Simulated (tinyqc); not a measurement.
# Access strength from the read disturbance

Problem. Transistor (EKV form, voltages against the body): I = 2 n b Vt^2 [F(vp - Vs) - F(vp - Vd)] from drain to source, F(v) = ln^2(1 + exp(v/(2 Vt))), vp = (Vg - VT + sg |Vd - Vs|)/n. n-channel bodies are at 0; for the p-channel device all voltages are counted down from Vdd. b in uA/V^2 gives I in uA. In an SRAM read the low node Q obeys In(gate QB, drain Q) = Ip(gate QB, drain Q) + Ia, where the access transistor (threshold VTn) has its gate and drain at Vdd and its source at Q. Find Ia, ba and the cell ratio bn/ba.

Parameters, values chosen for the exercise:

| symbol | value | unit | meaning |
|---|---|---|---|
| T | 273 | K | temperature |
| Vdd | 0.6 | V | supply voltage |
| n | 1.13 |  | slope factor |
| sg | 0.052 |  | drain-induced barrier lowering |
| VTn | 0.39 | V | n-channel threshold |
| VTp | 0.38 | V | p-channel threshold (magnitude) |
| bn | 480 | uA/V^2 | gain factor of the pull-down transistor |
| bp | 140 | uA/V^2 | gain factor of the pull-up transistor |

Constants: q = 1.602176634e-19 C, kB = 1.380649e-23 J/K, Vt = kB T/q. Results are converted to the units shown.

Q and QB in the read (V): [0.068671243, 0.59999947]

Answer. The node equation gives Ia, which is proportional to ba.

Ia = 5.615 uA
ba = 480.0 uA/V^2
cell ratio = 1.000

Computed by the program tinyqc: `OMP_NUM_THREADS=1 python tinyqc.py 2340029 2340030 out.jsonl`, one thread of a shared Intel Xeon 2.30GHz, about 0.1 s for the whole run.
